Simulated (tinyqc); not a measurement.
Two-dimensional dopant profile at a mask edge: lateral junction, overlap and effective channel length: one step, computed by the program tinyqc. Command: `OMP_NUM_THREADS=1 python tinyqc.py 3004410 3004411 out.jsonl lateral walk`. One thread of a shared host (Intel(R) Xeon(R) Processor @ 2.30GHz), about 0.02 s of CPU time with the checks.

Ions enter for y < 0; the mask (spacer, then gate) covers y > 0. x is the depth. The surface reflects dopant during the anneal.

Question. Junction contour. Widths s_x^2 = (vertical straggle)^2 + 2 D t, s_y^2 = (lateral straggle)^2 + 2 D t. C(x, y) = V(x) (1/2) erfc(y/(sqrt2 s_y)), V(x) = Q/(sqrt(2 pi) s_x) [exp(-(x - R_p)^2/(2 s_x^2)) + exp(-(x + R_p)^2/(2 s_x^2))]; 1 nm = 1e-7 cm. The lateral junction at depth x solves C = C_B: y_j(x) = sqrt2 s_y erfc^-1(2 C_B/V(x)). Depths are 0, 0.15, 0.3, 0.45, 0.6, 0.75, 0.9 and 0.97 of x_j.

Inputs (values chosen for the exercise, modelled on a source-drain extension in silicon): dose Q = 2.9e+14 1/cm^2; projected range R_p = 3.5 nm; channel doping C_B = 1.7e+17 1/cm^3.

vertical junction x_j = 9.170732 nm

s_x = 1.374773 nm

s_y = 1.711724 nm

Give: Contour.

Answer.

Contour:
```
x/x_j,x (nm),V (1/cm^3),y_j (nm)
0.00,0.000,6.587e+19,4.787
0.15,1.376,2.566e+20,5.495
0.30,2.751,7.256e+20,5.988
0.45,4.127,7.585e+20,6.008
0.60,5.502,2.913e+20,5.558
0.75,6.878,4.112e+19,4.520
0.90,8.254,2.132e+18,2.408
0.97,8.896,3.804e+17,0.229
```

The contour reaches furthest, 6.01 nm, at x/x_j = 0.45 among these rows, below the surface, where punch-through would start. It crosses the mask edge where V = 2 C_B. Caution: the peak exceeds usual solubilities, so part of the dose is inactive and diffusion is concentration dependent.
